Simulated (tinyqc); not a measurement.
Signal and retention of a DRAM cell: two steps of the calculation.

A stored one starts at Vd and leaks: Cs dV/dt = -I(V), I = a sqrt((V + Vb)/(Vd + Vb)) + b, with a = Ig exp[-(Eg1 q/kB)(1/T - 1/T0)] (generation in a depletion layer) and b = Is exp[-(Es q/kB)(1/T - 1/T0)]. The bit line is precharged to Vd/2, and charge sharing gives the signal (V - Vd/2) Cs/(Cs + Cb).

Values chosen for this exercise: array voltage Vd = 1.5 V; cell capacitance Cs = 27 fF; built-in plus back-bias voltage of the storage junction Vb = 1.31 V; junction leakage at V = Vd and T0 Ig = 2.6 fA; voltage-independent leakage at T0 Is = 0.49 fA; activation energy of Is Es = 0.42 eV; reference temperature T0 = 358 K; temperature T = 378 K; deviation of ln(retention time) over the cells sg = 0.53; cells Nc = 8.59e9; refresh interval tr = 32 ms; activation energy of Ig Eg1 = 0.54 eV.

Constants: q = 1.602176634e-19 C, kB = 1.380649e-23 J/K. Results are converted to the units shown.

Task 1. Retention time. With s = sqrt((Vc + Vb)/(Vd + Vb)), the time from Vd to Vc is t = [2 Cs (Vd + Vb)/a] [1 - s - (b/a) ln((a + b)/(a s + b))].

Vc = 0.87607407 V

Give: a; b; retention time; estimate with the current held at a + b.

Result 1.

a = 6.5643 fA
b = 1.0070 fA
retention time = 2.3445 s
estimate with the current held at a + b = 2.2250 s

Task 2. Failing cells. This time is the median of a log-normal spread: failing cells = Nc erfc(z/sqrt 2)/2, z = ln(t/tr)/sg. One failure is expected at the interval where that count equals 1.

retention time = 2.3445269 s

Find: z; failing cells; interval for one failure.

Result 2.

z = 8.1021
failing cells = 2.3205e-6
interval for one failure = 81.510 ms

The weakest cell of the array lies about 6.34 deviations out, a factor of 28.8 below the median; the chosen interval is shorter than that time.

Range of the model: Real arrays also hold a tail of unusually leaky cells and cells whose retention varies in time, which this model lacks.

Numbers from tinyqc (`OMP_NUM_THREADS=1 python tinyqc.py 2130036 2130037 out.jsonl`; about 0.01 s on one thread of a shared Intel Xeon 2.30GHz).
